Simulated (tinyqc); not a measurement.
Two coupled magnetic layers: synthetic antiferromagnet, spin flop, exchange bias and magnetoresistance: one step, computed by the program tinyqc.

Moments lie in the plane at the angles p1, p2 from the field. Energy per area: E = J1 cos(p1 - p2) + J2 cos^2(p1 - p2) - B M_s (t1 cos p1 + t2 cos p2) + K (t1 cos^2 p1 + t2 cos^2 p2).

Task: Tunnel magnetoresistance against a free layer along B. Julliere: TMR = 2 P1 P2/(1 - P1 P2). Conductance G(theta) = G0 (1 + P1 P2 cos theta), so RA(theta) = RA_P (1 + P1 P2)/(1 + P1 P2 cos theta); theta = p2 for the layer next to the barrier.

Inputs (values chosen for the exercise, for a model stack): spin polarisation P1 = 0.38; spin polarisation P2 = 0.6; resistance-area product, parallel = 24 ohm micrometre^2.

p2 = -74.37089 degrees

Give: TMR; RA, antiparallel; RA at this field.

Result:

TMR = 59.07 %

RA, antiparallel = 38.18 ohm micrometre^2

RA at this field = 27.77 ohm micrometre^2
